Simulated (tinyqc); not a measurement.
Hueckel theory of the pi electrons with the omega technique, for the molecule Clc1cc[cH+]ccn1 (SMILES; centres numbered as the heavy atoms are written), step by step. One step of it, computed by the program tinyqc.

Problem. Orbitals, round 1. Diagonalise; E = alpha + x beta with beta < 0, so the largest x are filled first; degenerate levels share their electrons. P = sum n_i c_ri c_si; each orbital has its largest coefficient positive (the first on a tie).

Hueckel matrix in units of beta (H = alpha + beta A):
```
,1Cl,2C,3C,4C,5C,6C,7C,8N
1Cl,1.800000,0.370000,0.000000,0.000000,0.000000,0.000000,0.000000,0.000000
2C,0.370000,0.000000,1.000000,0.000000,0.000000,0.000000,0.000000,1.000000
3C,0.000000,1.000000,0.000000,1.000000,0.000000,0.000000,0.000000,0.000000
4C,0.000000,0.000000,1.000000,0.000000,1.000000,0.000000,0.000000,0.000000
5C,0.000000,0.000000,0.000000,1.000000,0.000000,1.000000,0.000000,0.000000
6C,0.000000,0.000000,0.000000,0.000000,1.000000,0.000000,1.000000,0.000000
7C,0.000000,0.000000,0.000000,0.000000,0.000000,1.000000,0.000000,1.000000
8N,0.000000,1.000000,0.000000,0.000000,0.000000,0.000000,1.000000,0.470000
```

pi electrons, sum of z_r less the charge = 8

Give: x values; occupations; coefficients; charge and bond-order matrix P.

Solution.

x values: 2.163  1.812  1.370  1.205  -0.316  -0.462  -1.697  -1.804

occupations: 2.000  2.000  2.000  2.000  0.000  0.000  0.000  0.000

coefficients:
```
,MO1,MO2,MO3,MO4,MO5,MO6,MO7,MO8
1Cl,0.442,0.840,-0.138,0.261,0.031,-0.086,-0.051,-0.026
2C,0.433,0.027,0.161,-0.420,-0.178,0.526,0.486,0.255
3C,0.321,-0.096,-0.267,-0.497,-0.468,-0.199,-0.352,-0.432
4C,0.261,-0.202,-0.526,-0.179,0.326,-0.434,0.113,0.524
5C,0.244,-0.269,-0.453,0.282,0.365,0.400,0.162,-0.514
6C,0.267,-0.286,-0.095,0.518,-0.442,0.250,-0.387,0.403
7C,0.332,-0.249,0.323,0.343,-0.225,-0.515,0.494,-0.213
8N,0.452,-0.165,0.538,-0.106,0.513,-0.012,-0.452,-0.018
```

charge and bond-order matrix P:
```
,1Cl,2C,3C,4C,5C,6C,7C,8N
1Cl,1.977,0.165,-0.064,-0.056,0.036,0.052,-0.035,-0.081
2C,0.165,0.781,0.605,0.197,-0.185,-0.250,0.090,0.644
3C,-0.064,0.605,0.861,0.665,0.170,-0.238,-0.251,0.141
4C,-0.056,0.197,0.665,0.835,0.612,0.169,-0.188,-0.224
5C,0.036,-0.185,0.170,0.612,0.834,0.662,0.196,-0.237
6C,0.052,-0.250,-0.238,0.169,0.662,0.861,0.613,0.124
7C,-0.035,0.090,-0.251,-0.188,0.196,0.613,0.788,0.658
8N,-0.081,0.644,0.141,-0.224,-0.237,0.124,0.658,1.064
```
